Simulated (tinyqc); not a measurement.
Epitaxial growth on a vicinal surface: Burton-Cabrera-Frank step flow, step-edge barrier and island nucleation: one step, computed by the program tinyqc. Command: `OMP_NUM_THREADS=1 python tinyqc.py 3002404 3002405 out.jsonl stepflow walk`. One thread of a shared host (Intel(R) Xeon(R) Processor @ 2.30GHz), about 0.01 s of CPU time with the checks.

Adatoms land at rate F, hop on a square grid (a simplification for hexagonal faces), desorb, or join steps. Lengths are in units of a and n is the adatom coverage. Steps ascend at x = 0 and descend at x = l.

Problem. Scales. D = nu exp(-E_d/(k_B T)) (a^2/s, nu counted per direction); tau = exp(E_a/(k_B T))/nu; x_s = sqrt(D tau); n_eq = exp(-E_f/(k_B T)); terrace width l = h/(a tan(miscut)); Schwoebel length l_s = exp(E_s/(k_B T)) - 1. Temperatures in kelvin are T(C) + 273.15.

Inputs (values chosen for the exercise, close to those used for GaN(0001)): site spacing a = 3.19 angstrom; step height h = 2.59 angstrom; diffusion barrier E_d = 1.33 eV; desorption energy E_a = 2.76 eV; adatom formation energy E_f = 1.14 eV; step-edge barrier E_s = 0 eV; attempt frequency nu = 1 THz; miscut angle = 0.3 degrees; temperature T = 980 C.

Constants: k_B = 8.617333262e-05 eV/K.

Give: D; lifetime tau; diffusion length x_s; equilibrium coverage n_eq; terrace width l; Schwoebel length l_s.

Solution.

D = 4.4787e+06 a^2/s

lifetime tau = 0.12585 s

diffusion length x_s = 750.77 a

equilibrium coverage n_eq = 2.6018e-05

terrace width l = 155.06 a

Schwoebel length l_s = 0 a

l/x_s = 0.207: nearly every adatom reaches a step.
